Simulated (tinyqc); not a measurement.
Field-effect mobility of a thin-film transistor with band-tail and deep states (multiple trapping): one step, computed by the program tinyqc. Command: `OMP_NUM_THREADS=1 python tinyqc.py 3023951 3023952 out.jsonl tft walk`. One thread of a shared host (Intel(R) Xeon(R) Processor @ 2.30GHz), about 0.1 s of CPU time with the checks.

A thick film in accumulation at small drain voltage. Only free electrons move; trapped ones still screen the gate. N_c and mu_0 are held fixed when T changes, leaving out the T^(3/2) growth of N_c. x = E_0 - psi is the distance of the Fermi level below the band edge.

Problem. Free and trapped densities. F_j(eta) = int_0^infinity x^j/(1 + exp(x - eta)) dx, without a gamma-function factor. Integrals over x = E/(k_B T) use 160 Gauss-Legendre points in u = sqrt(x) from 0 to sqrt(max(eta, 0) + 32). Free n(x) = N_c (2/sqrt(pi)) F_1/2(-x/k_B T), with F_1/2 from its two-term series in exp(-x/k_B T) for x >= 12 k_B T; tail n_t(x) = int_0^1.2eV g_t exp(-E/E_t)/(1 + exp((x - E)/k_B T)) dE, E counted down from the edge, 120 Gauss-Legendre points; deep charge g_d psi; space charge rho(psi) = n + n_t + g_d psi less its value at psi = 0.

Inputs (values chosen for the exercise, modelled on an amorphous In-Ga-Zn oxide):
```
quantity,value,unit
effective density of states N_c,4.7e+18,1/cm^3
tail density at the edge g_t,2.1e+19,1/(eV cm^3)
tail width E_t,42,meV
temperature T,300,K
```

Deep states: included.

Constants: k_B = 8.617333262e-05 eV/K.

Give: Local densities at x = 0.4, 0.3, 0.2, 0.15, 0.1, 0.05, 0 and -0.05 eV.

Solution.

Local densities at x = 0.4, 0.3, 0.2, 0.15, 0.1, 0.05, 0 and -0.05 eV:
```
x (eV),n (1/cm^3),n_t (1/cm^3),n/(n + n_t)
0.40,8.962e+11,1.331e+14,0.0067
0.30,4.289e+13,1.429e+15,0.0291
0.20,2.052e+15,1.498e+16,0.1205
0.15,1.418e+16,4.703e+16,0.2317
0.10,9.750e+16,1.393e+17,0.4116
0.05,6.472e+17,3.582e+17,0.6437
0.00,3.596e+18,6.684e+17,0.8433
-0.05,1.282e+19,8.374e+17,0.9387
```

E_t/k_B T = 1.62: deep in the tail n_t follows exp(-x/E_t), more slowly than n, so the free share grows as the Fermi level rises.
